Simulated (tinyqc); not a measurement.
Inside a calculation. Method: RHF in the 3-21g basis, for H-, spin multiplicity 1. The basis has no diffuse functions, so it cannot describe the extra electron: this is an exercise in the method, not the real anion. One step of it, computed by the program tinyqc.

Task: Iteration 4: building the Fock matrix. J_ij = sum D_kl (ij|kl), K_ij = sum D_kl (ik|jl); F = H + J - 0.5 K; E = tr D H + tr D J / 2 - 0.25 tr D K + E_nn.

D after iteration 3:
```
          1H 1s     1H 2s
1H 1s  0.085464  0.353052
1H 2s  0.353052  1.458464
```

core Hamiltonian H = T + V (hartree):
```
           1H 1s      1H 2s
1H 1s  -0.171513  -0.489511
1H 2s  -0.489511  -0.408216
```

Two-electron integrals (ij|kl) in chemists' order, unique and non-zero (hartree):
```
(11|11) 1.140145   (21|11) 0.611403   (21|21) 0.345152   (22|11) 0.626370
(22|21) 0.380329   (22|22) 0.482957
```

nuclear repulsion = 0 hartree

Give: Coulomb J; exchange K; Fock matrix F; total energy of this density.

Result:

Coulomb J (hartree):
```
       1H 1s  1H 2s
1H 1s  1.443  0.851
1H 2s  0.851  1.026
```

exchange K (hartree):
```
       1H 1s  1H 2s
1H 1s  1.033  0.950
1H 2s  0.950  1.002
```

Fock matrix F (hartree):
```
        1H 1s   1H 2s
1H 1s   0.755  -0.114
1H 2s  -0.114   0.117
```

total energy of this density = -0.40042 hartree
